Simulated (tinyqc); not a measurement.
Worked calculation: thresholds of impact ionisation and Auger recombination from band masses. Values are carried at full precision from step to step, so a last printed digit may differ when a step is redone from the rounded ones.

Parabolic bands, no phonon. At threshold the three slow carriers share one velocity. With M their total mass and m4 the mass of the fast carrier, the fast carrier has the kinetic energy E_T = G M/(M - m4) and the slow ones together E_a = G m4/(M - m4), the activation energy of the Auger rate. CCCH (fast electron): G = Eg, M = 2 me + mh, m4 = me. CHHS (hole into the split-off band): G = Eg - Dso, M = 2 mh + me, m4 = ms; this form holds for Eg > Dso (below, the process needs about Dso - Eg and is marked by a dash). CHHL (hole into the light band): G = Eg, M = 2 mh + me, m4 = ml. CHHH (fast heavy hole): G = Eg, M = 2 mh + me, m4 = mh.

Constants: kB = 8.617333262e-05 eV/K; hbar^2/2m0 = 3.80998211 eV angstrom^2.

Inputs chosen for the exercise (near those of GaSb, gap at low temperature and not tied to T; not measured data): Eg = 0.832 eV (gap at Gamma to the s-like level); Dso = 0.763 eV (spin-orbit splitting); me = 0.0391 m0 (electron mass at Gamma); mh = 0.33 m0 (heavy-hole mass); ms = 0.125 m0 (split-off mass); ml = 0.0437 m0 (light-hole mass); T = 400 K (temperature).

## Thresholds of four processes

Give G, M, m4, E_T, E_a and E_a/kT.

Results:
```
process  G (eV)       M      m4  E_T (eV)  E_a (eV)  E_a/kT
CCCH     0.8320  0.4082  0.0391    0.9201    0.0881    2.56
CHHS     0.0690  0.6991  0.1250    0.0840    0.0150    0.44
CHHL     0.8320  0.6991  0.0437    0.8875    0.0555    1.61
CHHH     0.8320  0.6991  0.3300    1.5759    0.7439   21.58
```

The lowest activation energy is that of CHHS (15 meV), then CHHL (55 meV). CHHS leads because G = Eg - Dso is small. At equal G a light fast carrier takes up the energy with little momentum, so little is asked of the slow ones; CHHH asks 0.89 Eg. For equal masses E_T would be 3/2 Eg; for electrons here it is 1.106 Eg.

## Momenta at the CCCH threshold

At the threshold of the parabolic CCCH process the fast electron has E_T = Eg M/(M - me), M = 2 me + mh, and the slow carriers E_a = E_T - Eg together. It has k4 = sqrt(me E_T/c), c = hbar^2/2m0; the slow carriers share k4 in proportion to their masses. Give the wave vectors and kinetic energies, and check that they add up to E_a.

k4 = 0.09717 1/angstrom

electron, electron, hole (1/angstrom): [0.00931, 0.00931, 0.07856]

their kinetic energies (meV): [8.44, 8.44, 71.25]

sum = 88.14 meV

The hole carries 81 % of the momentum and of the energy of the slow carriers.

## Non-parabolicity raises the threshold

Non-parabolic fast electron: E (1 + alpha E) = c k^2/me with alpha = (1 - me)^2/Eg; the slow carriers stay parabolic, so E_T = Eg + me E_T (1 + alpha E_T)/M, M = 2 me + mh (the root between Eg and 1.9 Eg).

Give alpha, E_T, E_a = E_T - Eg and k4.

alpha = 1.1098 1/eV
E_T = 1.0497 eV
E_a = 0.2177 eV
k4 = 0.15271 1/angstrom

E_a is 2.47 times the parabolic value, since an electron at E_T above the edge has 1 + alpha E_T = 2.16 times the squared momentum, and E_T itself is 1.14 times higher. In the real crystal the L valleys lie below this energy, so the fast electron may not stay in the Gamma valley.

## Temperature dependence

For non-degenerate carriers at fixed densities the Auger coefficient goes as exp(-E_a/kT), up to slowly varying powers of T. Give exp(-E_a/kT) for the parabolic and the non-parabolic CCCH value, and the characteristic temperature T0 = kT^2/E_a of each.

Boltzmann factors: [0.07754, 0.001809]

T0 (K): [156, 63]

Non-parabolicity lowers the factor by 43 times; direct CCCH is weak, so processes with lower thresholds can lead.

## Checks

- Largest energy that an electron at k4 can give to a pair, by numerical search, against Eg (eV): both 0.8320.

Run: tinyqc, `OMP_NUM_THREADS=1 python tinyqc.py 1880743 1880744 out.jsonl`; Intel(R) Xeon(R) Processor @ 2.30GHz, one thread, shared host; about 0.01 s of CPU time with all checks.
